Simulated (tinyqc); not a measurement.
Empirical pseudopotential in a few plane waves, step by step. Computed by tinyqc, a small Python program that keeps every step. Settings: plane-wave index or count = 15. Command: `OMP_NUM_THREADS=1 python tinyqc.py 25531 25532 out.jsonl` (the two numbers bound the seeds that draw the settings). One thread of a shared host (Intel(R) Xeon(R) Processor @ 2.60GHz), about 0.2 s of CPU time with the checks.

## Bloch Hamiltonian at G

Parameters chosen for this model: fcc lattice, atoms at +/- a/8 (1,1,1); form factors in rydberg at |G|^2 in units of (2 pi/a)^2:
```
parameter,value,unit
a,6.290000,angstrom
VS(3),-0.257000,Ry
VS(8),0.054000,Ry
VS(11),0.088000,Ry
VA(3),0.085000,Ry
VA(4),0.065000,Ry
VA(11),0.026000,Ry
hbar^2/2m (2 pi/a)^2,3.801731,eV
```

k point G (2 pi / a): 0  0  0

Basis: the 15 shortest G (labels in 2 pi/a), the same at every k. H(G,G') = c |k + G|^2 delta + VS(|G-G'|^2) cos((G-G').tau) + i VA sin((G-G').tau), tau = a/8 (1,1,1); 1 Ry = 13.605693 eV.

H(k) at G (eV):
```
,+0+0+0,-1-1-1,-1-1+1,-1+1-1,-1+1+1,+1-1-1,+1-1+1,+1+1-1,+1+1+1,-2+0+0,+0-2+0,+0+0-2,+0+0+2,+0+2+0,+2+0+0
+0+0+0,0.000000,2.472514+0.817758i,-2.472514+0.817758i,-2.472514+0.817758i,-2.472514-0.817758i,-2.472514+0.817758i,-2.472514-0.817758i,-2.472514-0.817758i,2.472514-0.817758i,0.000000+0.884370i,0.000000+0.884370i,0.000000+0.884370i,0.000000-0.884370i,0.000000-0.884370i,0.000000-0.884370i
-1-1-1,2.472514-0.817758i,11.405193,0.000000-0.884370i,0.000000-0.884370i,-0.734707,0.000000-0.884370i,-0.734707,-0.734707,0.000000,-2.472514-0.817758i,-2.472514-0.817758i,-2.472514-0.817758i,-0.846620+0.250138i,-0.846620+0.250138i,-0.846620+0.250138i
-1-1+1,-2.472514-0.817758i,0.000000+0.884370i,11.405193,0.734707,0.000000-0.884370i,0.734707,0.000000-0.884370i,0.000000,-0.734707,-2.472514+0.817758i,-2.472514+0.817758i,0.846620+0.250138i,2.472514-0.817758i,-0.846620-0.250138i,-0.846620-0.250138i
-1+1-1,-2.472514-0.817758i,0.000000+0.884370i,0.734707,11.405193,0.000000-0.884370i,0.734707,0.000000,0.000000-0.884370i,-0.734707,-2.472514+0.817758i,0.846620+0.250138i,-2.472514+0.817758i,-0.846620-0.250138i,2.472514-0.817758i,-0.846620-0.250138i
-1+1+1,-2.472514+0.817758i,-0.734707,0.000000+0.884370i,0.000000+0.884370i,11.405193,0.000000,0.734707,0.734707,0.000000-0.884370i,2.472514+0.817758i,-0.846620+0.250138i,-0.846620+0.250138i,-2.472514-0.817758i,-2.472514-0.817758i,0.846620-0.250138i
+1-1-1,-2.472514-0.817758i,0.000000+0.884370i,0.734707,0.734707,0.000000,11.405193,0.000000-0.884370i,0.000000-0.884370i,-0.734707,0.846620+0.250138i,-2.472514+0.817758i,-2.472514+0.817758i,-0.846620-0.250138i,-0.846620-0.250138i,2.472514-0.817758i
+1-1+1,-2.472514+0.817758i,-0.734707,0.000000+0.884370i,0.000000,0.734707,0.000000+0.884370i,11.405193,0.734707,0.000000-0.884370i,-0.846620+0.250138i,2.472514+0.817758i,-0.846620+0.250138i,-2.472514-0.817758i,0.846620-0.250138i,-2.472514-0.817758i
+1+1-1,-2.472514+0.817758i,-0.734707,0.000000,0.000000+0.884370i,0.734707,0.000000+0.884370i,0.734707,11.405193,0.000000-0.884370i,-0.846620+0.250138i,-0.846620+0.250138i,2.472514+0.817758i,0.846620-0.250138i,-2.472514-0.817758i,-2.472514-0.817758i
+1+1+1,2.472514+0.817758i,0.000000,-0.734707,-0.734707,0.000000+0.884370i,-0.734707,0.000000+0.884370i,0.000000+0.884370i,11.405193,-0.846620-0.250138i,-0.846620-0.250138i,-0.846620-0.250138i,-2.472514+0.817758i,-2.472514+0.817758i,-2.472514+0.817758i
-2+0+0,0.000000-0.884370i,-2.472514+0.817758i,-2.472514-0.817758i,-2.472514-0.817758i,2.472514-0.817758i,0.846620-0.250138i,-0.846620-0.250138i,-0.846620-0.250138i,-0.846620+0.250138i,15.206923,0.734707,0.734707,-0.734707,-0.734707,0.000000
+0-2+0,0.000000-0.884370i,-2.472514+0.817758i,-2.472514-0.817758i,0.846620-0.250138i,-0.846620-0.250138i,-2.472514-0.817758i,2.472514-0.817758i,-0.846620-0.250138i,-0.846620+0.250138i,0.734707,15.206923,0.734707,-0.734707,0.000000,-0.734707
+0+0-2,0.000000-0.884370i,-2.472514+0.817758i,0.846620-0.250138i,-2.472514-0.817758i,-0.846620-0.250138i,-2.472514-0.817758i,-0.846620-0.250138i,2.472514-0.817758i,-0.846620+0.250138i,0.734707,0.734707,15.206923,0.000000,-0.734707,-0.734707
+0+0+2,0.000000+0.884370i,-0.846620-0.250138i,2.472514+0.817758i,-0.846620+0.250138i,-2.472514+0.817758i,-0.846620+0.250138i,-2.472514+0.817758i,0.846620+0.250138i,-2.472514-0.817758i,-0.734707,-0.734707,0.000000,15.206923,0.734707,0.734707
+0+2+0,0.000000+0.884370i,-0.846620-0.250138i,-0.846620+0.250138i,2.472514+0.817758i,-2.472514+0.817758i,-0.846620+0.250138i,0.846620+0.250138i,-2.472514+0.817758i,-2.472514-0.817758i,-0.734707,0.000000,-0.734707,0.734707,15.206923,0.734707
+2+0+0,0.000000+0.884370i,-0.846620-0.250138i,-0.846620+0.250138i,-0.846620+0.250138i,0.846620+0.250138i,2.472514+0.817758i,-2.472514+0.817758i,-2.472514+0.817758i,-2.472514-0.817758i,0.000000,-0.734707,-0.734707,0.734707,0.734707,15.206923
```

## Levels at G

Diagonalise the Hermitian matrix.

eigenvalues (eV): -4.482322  5.550949  5.550949  5.550949  10.210402  11.024903  11.024903  11.024903  13.737509  13.737509  17.305775  19.972042  19.972042  19.972042  22.330528

## Bands along a path

The same steps at evenly spaced points between the labelled ones.

Bands along the path (eV), lowest eight:
```
k,band 1,band 2,band 3,band 4,band 5,band 6,band 7,band 8
L,-3.201775,2.327559,5.388856,5.388856,10.338878,11.981061,11.981061,16.825664
L-G 0.33,-3.773133,3.083860,5.298684,5.298684,10.299563,11.737494,11.737494,14.584788
L-G 0.67,-4.287551,4.558132,5.441421,5.441421,10.522909,11.368397,11.368397,11.899849
G,-4.482322,5.550949,5.550949,5.550949,10.210402,11.024903,11.024903,11.024903
G-X 0.33,-4.221964,4.512058,5.261873,5.261873,10.621048,11.347339,11.920117,11.920117
G-X 0.67,-3.528367,2.935314,4.889815,4.889815,10.178521,11.138242,14.099948,14.099948
X,-2.777416,2.083617,4.972698,4.972698,10.294807,10.693851,17.032920,17.032920
```

With 4 band(s) filled, the highest filled level on these points lies at G and the lowest empty one at G-X 0.67: a gap of 4.6276 eV, indirect. This holds for the small fixed basis; with all plane waves up to |k + G|^2 = 21 (2 pi/a)^2 the gap along the path is 4.36 eV.

## Convergence with the number of plane waves

Levels at G counted from the fourth one.

Levels (eV):
```
plane waves,level 1,level 5,level 8
9,-13.326392,1.768740,3.666032
15,-10.033270,4.659454,5.473955
27,-8.774801,4.843357,5.765644
51,-8.680623,4.770090,5.942988
59,-8.797763,4.788912,5.552204
65,-8.816208,4.789416,5.459105
89,-8.766427,4.794021,5.511632
```
